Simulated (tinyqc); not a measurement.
Inside a calculation. Model: binary melting diagram from solution models of liquid and solid. Computed by tinyqc, a small Python program that keeps every step. Command: `OMP_NUM_THREADS=1 python tinyqc.py 3002109 3002110 out.jsonl melt walk`. One thread of a shared host (Intel(R) Xeon(R) Processor @ 2.30GHz), about 0.01 s of CPU time with the checks. Intermediate numbers are printed to about 5 digits and carried at full precision; extremes and crossings named in words are read from the listed rows.

x is the fraction of B. In a phase with interaction L: mu_A = G_A + R T ln(1 - x) + L x^2, mu_B = G_B + R T ln x + L (1 - x)^2. Melting: G(liquid) - G(solid) = H (1 - T/T_m) for each pure component.

Inputs (values chosen for the exercise, for a model alloy):
```
quantity                value    unit
melting point T_A        1455       K
melting point T_B        1155       K
heat of melting H_A        32  kJ/mol
heat of melting H_B      11.7  kJ/mol
liquid interaction L_L   -3.3  kJ/mol
overall fraction x0      0.23       -
```

Diagram: eutectic with pure solids.

Constants: R = 8.314462618 J/(mol K).

## The two liquidus branches

Liquid against pure solid A: T = (H_A + L_L x^2)/(H_A/T_A - R ln(1 - x)); against pure solid B: T = (H_B + L_L (1 - x)^2)/(H_B/T_B - R ln x). The higher branch is the stable one; a dash marks a branch without a positive root.

Liquidus temperatures (K):
```
x     branch A  branch B  first solid
0.05    1427.0     248.9            A
0.15    1367.6     359.6            A
0.30    1270.2     500.6            A
0.45    1162.0     638.2            A
0.60    1040.5     777.1            A
0.75     899.3     917.9            B
0.90     712.9    1060.1            B
0.97     564.9    1126.5            B
```

## Eutectic point by bisection

Halve the interval 0.001 to 0.999 for the crossing, 44 times.

Bisection, first 12 steps:
```
step        x  branch A (K)  branch B (K)
1     0.50000        1123.2        684.26
2     0.74950         899.8        917.43
3     0.62475        1018.9        800.18
4     0.68712         961.7        858.65
5     0.71831         931.4        888.01
6     0.73391         915.8        902.71
7     0.74170         907.9        910.07
8     0.73780         911.9        906.39
9     0.73975         909.9        908.23
10    0.74073         908.9        909.15
11    0.74024         909.4        908.69
12    0.74048         909.1        908.92
```

eutectic composition x_E = 0.74058

eutectic temperature T_E = 909.01 K

T_E lies 246 K below the lower melting point, and x_E lies on the side of B, the lower-melting component.

## Freezing of the alloy x0

Primary solid forms at the higher branch; just above T_E its mole fraction is (x_E - x0)/x_E for A or (x0 - x_E)/(1 - x_E) for B, and the rest freezes as eutectic, with B making up x_E of it.

liquidus temperature = 1316.9 K

fraction of primary solid = 0.68943

freezing range = 407.93 K

The primary solid is A.

## Effect of the liquid interaction

The crossing is found anew for each L_L.

Eutectic point:
```
L_L (kJ/mol)      x_E  T_E (K)
-14.0         0.69560   791.22
-9.4          0.71160   842.53
-4.7          0.73296   893.96
-2.3          0.74644   919.66
0.0           0.76136   943.79
2.0           0.77607   964.26
4.0           0.79249   984.14
```

T_E rises from 791 to 984 K, 10.7 K per kJ/mol on average: attraction in the liquid stabilises it and deepens the eutectic. As attraction grows x_E moves from 0.792 to 0.696, towards 1/2, where mixing gains most.

Checks made by the program: equal chemical potentials at the eutectic (relative difference below 1e-10).
